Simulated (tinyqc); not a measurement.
Temperature and isotope dependence of a band gap in oscillator models: one step. Two common fits. Five cases, with inputs chosen for the exercise.

Task: Give the falls and the parameters.

E(T) = E0 - sum_i sl_i th_i n_i(T), n = 1/(exp(th/T) - 1). The same coupling lowers the gap at 0 K by the zero-point term ZP = sum_i sl_i th_i/2, so the gap of the static lattice is E0 + ZP. Thermal expansion is taken as part of the slopes.

Two-parameter forms are made to pass through the falls at the two temperatures T12: Varshni aV T^2/(T + bV), from the line T^2/fall = (T + bV)/aV; one oscillator s1 t1/(exp(t1/T) - 1), with t1 from the ratio of the falls.

Case 1.

Values chosen (near those of SiC; shifted at random, so the results belong to these values and not to a real crystal): E0 = 3.235 eV (gap at 0 K); th = (263, 873) K (temperatures of two oscillators); sl = (0.1802, 0.3348) meV/K (their high-temperature slopes); T12 = (470, 1030) K (temperatures of the fits).

Case 2.

Values chosen (near those of diamond; shifted at random, so the results belong to these values and not to a real crystal): E0 = 5.432 eV (gap at 0 K); th = (509, 1790) K (temperatures of two oscillators); sl = (0.1355, 0.4535) meV/K (their high-temperature slopes); T12 = (800, 1850) K (temperatures of the fits).

Case 3.

Values chosen (near those of InP; shifted at random, so the results belong to these values and not to a real crystal): E0 = 1.415 eV (gap at 0 K); th = (126, 304) K (temperatures of two oscillators); sl = (0.069, 0.337) meV/K (their high-temperature slopes); T12 = (260, 480) K (temperatures of the fits).

Case 4.

Values chosen (near those of AlN; shifted at random, so the results belong to these values and not to a real crystal): E0 = 6.114 eV (gap at 0 K); th = (272, 1033) K (temperatures of two oscillators); sl = (0.2561, 0.5199) meV/K (their high-temperature slopes); T12 = (660, 1620) K (temperatures of the fits).

Case 5.

Values chosen (near those of GaAs; shifted at random, so the results belong to these values and not to a real crystal): E0 = 1.527 eV (gap at 0 K); th = (102, 296) K (temperatures of two oscillators); sl = (0.1721, 0.293) meV/K (their high-temperature slopes); T12 = (140, 310) K (temperatures of the fits).

Give: falls; aV; bV; t1; s1; ZP of the one-oscillator fit.

Result:

Case 1.

falls (meV): 117.2486  382.0219

aV = 0.6271 meV/K
bV = 711 K
t1 = 595.6 K
s1 = 0.5022 meV/K
ZP of the one-oscillator fit = 149.5 meV

The limiting slope of the model is 0.5150 meV/K; Varshni puts it +22 % off and one oscillator -2 %. The ZP of the fit differs from the true one by -20.3 meV.

Case 2.

falls (meV): 174.5341  715.3162

aV = 0.9394 meV/K
bV = 2645 K
t1 = 1349.0 K
s1 = 0.5692 meV/K
ZP of the one-oscillator fit = 383.9 meV

The limiting slope of the model is 0.5890 meV/K; Varshni puts it +59 % off and one oscillator -3 %. The ZP of the fit differs from the true one by -56.4 meV.

Case 3.

falls (meV): 60.1006  144.8701

aV = 0.4725 meV/K
bV = 271 K
t1 = 267.6 K
s1 = 0.4040 meV/K
ZP of the one-oscillator fit = 54.1 meV

The limiting slope of the model is 0.4060 meV/K; Varshni puts it +16 % off and one oscillator 0 %. The ZP of the fit differs from the true one by -1.5 meV.

Case 4.

falls (meV): 278.5328  983.0828

aV = 0.8683 meV/K
bV = 698 K
t1 = 718.4 K
s1 = 0.7637 meV/K
ZP of the one-oscillator fit = 274.3 meV

The limiting slope of the model is 0.7760 meV/K; Varshni puts it +12 % off and one oscillator -2 %. The ZP of the fit differs from the true one by -29.0 meV.

Case 5.

falls (meV): 28.2806  99.3187

aV = 0.6192 meV/K
bV = 289 K
t1 = 201.2 K
s1 = 0.4510 meV/K
ZP of the one-oscillator fit = 45.4 meV

The limiting slope of the model is 0.4651 meV/K; Varshni puts it +33 % off and one oscillator -3 %. The ZP of the fit differs from the true one by -6.8 meV.

Computed by tinyqc, one run a case: `OMP_NUM_THREADS=1 python tinyqc.py N N+1 out.jsonl` with N = 1850128, 1850244, 1850253, 1850313, 1850523; one thread of a shared Intel(R) Xeon(R) Processor @ 2.30GHz, about 0.01 s a run at most.
